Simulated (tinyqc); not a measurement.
G0W0 on RHF in the sto-3g basis, for BeH+, spin multiplicity 1, step by step. One step of it, computed by the program tinyqc.

Task: G0W0 on Hartree-Fock: LUMO. W(p,q,m) = sqrt2 sum_ia (pq|ia) (X+Y)_ia,m; Sigma_c(x) = sum_(i,m) W^2/(x - e_i + w_m) + sum_(a,m) W^2/(x - e_a - w_m); solve x = e_p + Sigma_c(x) by Newton steps; Z = 1/(1 - dSigma/dx); 1 hartree = 27.211386 eV.

orbital energies (hartree): MO1 -5.021863, MO2 -0.741509, MO3 -0.264276, MO4 -0.144222, MO5 -0.144222, MO6 0.356244

Two-electron integrals over orbitals (pq|rs), unique and non-zero (hartree):
```
p,q,r,s,(pq|rs)
1,1,1,1,2.275471
2,1,1,1,-0.166680
2,1,2,1,0.021110
2,2,1,1,0.488955
2,2,2,1,0.002682
2,2,2,2,0.535638
3,1,1,1,-0.173535
3,1,2,1,0.016105
3,1,2,2,-0.018715
3,1,3,1,0.027766
3,2,1,1,0.036656
3,2,2,1,-0.005685
3,2,2,2,-0.066394
3,2,3,1,0.002445
3,2,3,2,0.033043
3,3,1,1,0.555012
3,3,2,1,-0.013635
3,3,2,2,0.320529
3,3,3,1,0.004460
3,3,3,2,0.027391
3,3,3,3,0.469813
4,1,4,1,0.015596
4,2,4,1,0.013271
4,2,4,2,0.042946
4,3,4,1,0.014073
4,3,4,2,0.030669
4,3,4,3,0.052242
4,4,1,1,0.569234
4,4,2,1,-0.006191
4,4,2,2,0.370733
4,4,3,1,-0.006087
4,4,3,2,0.017699
4,4,3,3,0.399495
4,4,4,4,0.449859
5,1,5,1,0.015596
5,2,5,1,0.013271
5,2,5,2,0.042946
5,3,5,1,0.014073
5,3,5,2,0.030669
5,3,5,3,0.052242
5,4,5,4,0.024249
5,5,1,1,0.569234
5,5,2,1,-0.006191
5,5,2,2,0.370733
5,5,3,1,-0.006087
5,5,3,2,0.017699
5,5,3,3,0.399495
5,5,4,4,0.401360
5,5,5,5,0.449859
6,1,1,1,0.096473
6,1,2,1,-0.016202
6,1,2,2,-0.011109
6,1,3,1,-0.003155
6,1,3,2,0.006455
6,1,3,3,0.017302
6,1,4,4,0.001833
6,1,5,5,0.001833
6,1,6,1,0.018182
6,2,1,1,-0.115456
6,2,2,1,0.003450
6,2,2,2,0.063607
6,2,3,1,0.005764
6,2,3,2,-0.045632
6,2,3,3,-0.026711
6,2,4,4,-0.052318
6,2,5,5,-0.052318
6,2,6,1,0.001303
6,2,6,2,0.121455
6,3,1,1,0.049435
6,3,2,1,-0.004072
6,3,2,2,-0.056183
6,3,3,1,0.005857
6,3,3,2,0.027713
6,3,3,3,0.057366
6,3,4,4,0.016325
6,3,5,5,0.016325
6,3,6,1,0.007248
6,3,6,2,-0.045741
6,3,6,3,0.046775
6,4,4,1,-0.009312
6,4,4,2,-0.030075
6,4,4,3,-0.015013
6,4,6,4,0.026808
6,5,5,1,-0.009312
6,5,5,2,-0.030075
6,5,5,3,-0.015013
6,5,6,5,0.026808
6,6,1,1,0.517027
6,6,2,1,-0.000260
6,6,2,2,0.529363
6,6,3,1,-0.015506
6,6,3,2,-0.064230
6,6,3,3,0.350771
6,6,4,4,0.375010
6,6,5,5,0.375010
6,6,6,1,-0.006488
6,6,6,2,0.092727
6,6,6,3,-0.054636
6,6,6,6,0.565467
```

excitation energies w (hartree): 0.528008  0.677502  0.677502  1.322954  4.812745  4.908770  4.908770  5.414416

X + Y:
```
,1,2,3,4,5,6,7,8
1>3,-0.002561,0.000000,0.000000,-0.004532,0.994197,0.000000,0.000000,-0.009717
1>4,0.000000,-0.000399,-0.010277,0.000000,0.000000,-0.566545,0.820165,0.000000
1>5,0.000000,-0.010277,0.000399,0.000000,0.000000,0.820165,0.566545,0.000000
1>6,-0.004659,0.000000,0.000000,-0.000661,0.010956,0.000000,0.000000,0.996587
2>3,0.946828,0.000000,0.000000,-0.054170,0.000204,0.000000,0.000000,0.000421
2>4,0.000000,0.036393,0.938224,0.000000,0.000000,-0.000760,0.001100,0.000000
2>5,0.000000,0.938224,-0.036393,0.000000,0.000000,0.001100,0.000760,0.000000
2>6,0.130043,0.000000,0.000000,0.907204,0.001176,0.000000,0.000000,0.000195
```

Give: The 12 largest terms at x = e_p; Newton steps; quasiparticle energy of the LUMO; Hartree-Fock value.

Result:

The 12 largest terms at x = e_p (hartree; W for the signs of X + Y given):
```
q,m,W,term
2,4,-0.061,2.07e-03
5,2,0.040,-2.06e-03
4,3,0.040,-2.06e-03
6,4,-0.061,-1.91e-03
3,1,0.032,-1.90e-03
2,1,0.036,1.28e-03
3,4,-0.036,-1.00e-03
6,1,0.029,-7.14e-04
1,5,0.039,1.59e-04
3,8,0.024,-1.09e-04
4,7,0.016,-5.33e-05
5,6,0.016,-5.33e-05
```

Newton steps (hartree):
```
step,x,Sigma_c(x),Z
0,-0.264,-0.006,0.987
1,-0.271,-0.006,0.987
2,-0.271,-0.006,0.987
```

quasiparticle energy of the LUMO = -7.363 eV

Hartree-Fock value = -7.191 eV
